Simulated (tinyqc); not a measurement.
Shrinking the pitch: stress in a transistor channel from embedded alloy regions, liners and fins, by half-space elasticity. Computed by tinyqc, a small Python program. Command: `OMP_NUM_THREADS=1 python tinyqc.py 3019998 3019999 out.jsonl stressor walk`. One thread of a shared host (Intel(R) Xeon(R) Processor @ 2.30GHz), about 0.01 s of CPU time with the checks.

Plane strain in an isotropic half-space, the same constants everywhere; x along the channel from its centre, y downwards from the free surface; stress is positive in tension.

Inputs (values chosen for the exercise, modelled on silicon):

| quantity | value | unit |
|---|---|---|
| alloy fraction x | 0.32 | - |
| lattice change per unit x, beta | 0.0426 | - |
| Young's modulus E | 168 | GPa |
| Poisson ratio nu | 0.24 | - |
| channel length L | 100 | nm |
| length of each stressor S | 135 | nm |
| recess depth d | 20 | nm |
| depth of the field point y | 2.6 | nm |

Stressor: Si(1-x)Ge(x) source and drain.

Method:
- Misfit e = beta x. A fully constrained inclusion holds the stress -p with p = E e/(1 - 2 nu); a blanket film would hold -E e/(1 - nu) in the plane.
- A line element dA of misfit at (a, c) in the half-space gives, with C = E e/(2 pi (1 - nu)), X = x - a, r1^2 = X^2 + (y - c)^2, r2^2 = X^2 + Y^2, Y = y + c: s_xx = -C dA {[X^2 - (y - c)^2]/r1^4 + 3 [X^2 - Y^2]/r2^4 + 4 y Y (Y^2 - 3 X^2)/r2^6}, s_yy = C dA {[X^2 - (y - c)^2]/r1^4 - [X^2 - Y^2]/r2^4 + 4 y Y (Y^2 - 3 X^2)/r2^6}. These are integrated over two rectangles, L/2 < |a| < L/2 + S, 0 < c < d (closed form in a, 200 Gauss-Legendre points in c).
- L and S are scaled together at fixed d, then S alone, then L alone.

misfit e = 0.013632

S_xx at the centre (MPa):

| scale | L and S scaled | S alone | L alone |
|---|---|---|---|
| 0.35 | -1786.8 | -653.5 | -2420.8 |
| 0.50 | -1600.9 | -782.6 | -1936.0 |
| 0.70 | -1323.4 | -900.4 | -1460.7 |
| 1.00 | -1014.1 | -1014.1 | -1014.1 |
| 1.40 | -759.1 | -1106.5 | -681.9 |
| 2.00 | -545.5 | -1187.1 | -427.2 |
| 3.00 | -368.9 | -1258.0 | -238.5 |

What does the comparison show, and why?

Halving S alone keeps 0.77 of the stress, halving L alone gives 1.91, and halving both 1.58: a shorter channel brings the walls closer, a shorter stressor brings its far wall, which pulls the other way, closer too. Neighbouring devices are left out.
